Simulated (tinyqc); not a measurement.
Worked calculation: order-disorder in a binary alloy on two sublattices: Bragg-Williams and pair (quasi-chemical) approximations. Computed by tinyqc, a small Python program that keeps every step. Command: `OMP_NUM_THREADS=1 python tinyqc.py 3012291 3012292 out.jsonl order walk`. One thread of a shared host (Intel(R) Xeon(R) Processor @ 2.30GHz), about 0.01 s of CPU time with the checks. Intermediate numbers are printed to about 6 digits and carried at full precision; extremes and crossings named in words are read from the listed rows.

All z = 6 neighbours of a site lie on the other sublattice. B fills the sublattices with x + eta/2 and x - eta/2; energies are per site, from the pure components: u = -z w y with y the probability of an A-B bond taken in one order.

Inputs (values chosen for the exercise, for a model alloy): ordering energy w = (e_AA + e_BB)/2 - e_AB = 14.2 meV; fraction x of B = 0.5; temperature T = 381 K.

Lattice: simple cubic (z = 6). Method: plain iteration, 400 steps.

scattering factors f_A, f_B (electrons): 33  73

Constants: k_B = 8.617333262e-05 eV/K.

## Critical temperatures

Bragg-Williams: k_B T_c = 2 z w x (1 - x). Pair approximation at x = 1/2: k_B T_c = w/ln(z/(z - 2)).

T_c, Bragg-Williams = 494.352 K

T_c, pair approximation at x = 1/2 = 406.408 K

At x = 1/2 the pair value is 0.822 of the Bragg-Williams one; the ratio tends to 1 as z grows.

## Long-range order, Bragg-Williams

Bragg-Williams: u = -z w [x (1 - x) + eta^2/4]; minimising f gives ln[a (1 - b)/(b (1 - a))] = 2 z w eta/(k_B T) =: ln Q, a = x + eta/2, b = x - eta/2. For given Q this is a quadratic for eta, (Q - 1) eta^2/4 - (Q + 1) eta/2 + (Q - 1) x (1 - x) = 0, smaller root: the map eta -> phi(eta). Plain iteration eta = phi(eta), 400 steps at most; start at 0.999 times 2x; stop when |phi - eta| < 1e-10.

Iteration:
```
step       eta  phi(eta)     phi - eta
1     0.999000  0.860746  -1.38254e-01
2     0.860746  0.806463  -5.42827e-02
3     0.806463  0.780401  -2.60617e-02
4     0.780401  0.766827  -1.35740e-02
5     0.766827  0.759473  -7.35444e-03
6     0.759473  0.755405  -4.06774e-03
7     0.755405  0.753130  -2.27521e-03
...        ...       ...           ...
31    0.750182  0.750182  -2.75877e-09
32    0.750182  0.750182  -1.56507e-09
33    0.750182  0.750182  -8.87880e-10
34    0.750182  0.750182  -5.03701e-10
35    0.750182  0.750182  -2.85754e-10
36    0.750182  0.750182  -1.62111e-10
37    0.750182  0.750182  -9.19665e-11
```

order parameter eta = 0.750182

last residual = 9.19665e-11

Converged: eta is 75.0 % of its largest value 2x. Caution: T is near or above the T_c of the better pair approximation, so the true long-range order is lower than Bragg-Williams gives.

## Energy, entropy and site fractions

a = x + eta/2, b = x - eta/2; u = -z w [x (1 - x) + eta^2/4]; s/k_B = [s2(a) + s2(b)]/2, s2(c) = -c ln c - (1 - c) ln(1 - c); gain on ordering = f(eta) - f(0), f = u - T s. Superlattice over fundamental intensity = [eta (f_B - f_A)/2]^2/[(1 - x) f_A + x f_B]^2.

B fraction on its own sublattice = 0.875091

B fraction on the A sublattice = 0.124909

energy u = -33.2871 meV/site

entropy s = 0.376593 k_B/site

gain on ordering = -1.59395 meV/site

intensity ratio = 0.0801385

The antisite fraction is 0.1249; the dilute estimate exp(-z w/(k_B T)) gives 0.0746.

## Short-range order at the Bragg-Williams T_c

Quasi-chemical disordered state, with T here the Bragg-Williams T_c and not the input T: y^2/[(1 - x - y)(x - y)] = exp(2 w/(k_B T)) =: E, so y = 2 x (1 - x)/(1 + r), r = sqrt(1 - 4 x (1 - x)(1 - 1/E)); Warren-Cowley alpha = 1 - y/(x (1 - x)); u = -z w y.

bond probability y = 0.291285

alpha of the disordered state at the Bragg-Williams T_c = -0.165140

energy of the disordered state = -24.8175 meV/site

Short-range order already holds 17 % of the full ordering energy z w x^2, counted from the random alloy at -z w x (1 - x); Bragg-Williams puts none there.

## Both approximations at x = 1/2

At x = 1/2 the alloy is an Ising model with K = w/(2 k_B T). Bragg-Williams: eta = tanh(z K eta), neighbour correlation -eta^2. Pair: h = (z - 1) artanh(tanh K tanh h), eta = tanh(z h/(z - 1)), correlation -(tanh K + tanh^2 h)/(1 + tanh K tanh^2 h). T is given in units of the Bragg-Williams T_c at x = 1/2, z w/(2 k_B).

Order and neighbour correlation:
```
T/T_c    T (K)  eta, Bragg-Williams  correlation, Bragg-Williams  eta, pair  correlation, pair
0.30   148.306             0.997414                    -0.994834   0.997285          -0.994637
0.45   222.459             0.973976                    -0.948629   0.968967          -0.941778
0.55   271.894             0.935529                    -0.875215   0.913870          -0.848672
0.65   321.329             0.872065                    -0.760498   0.803082          -0.688371
0.75   370.764             0.775516                    -0.601426   0.575318          -0.442352
0.85   420.200             0.629501                    -0.396272   0.000000          -0.193604
0.95   469.635             0.379485                    -0.144009   0.000000          -0.173661
1.10   543.788             0.000000                     0.000000   0.000000          -0.150366
1.50   741.529             0.000000                     0.000000   0.000000          -0.110656
```

The pair approximation loses long-range order between T/T_c = 0.75 and 0.85, at 406 K, and keeps a correlation of -0.111 in the last row. At its own T_c the correlation is -1/(z - 1) = -0.200, so the fewer the neighbours, the more of the ordering energy is released above T_c.

Checks made by the program: eta against bracketed root finding (relative difference 3e-10).
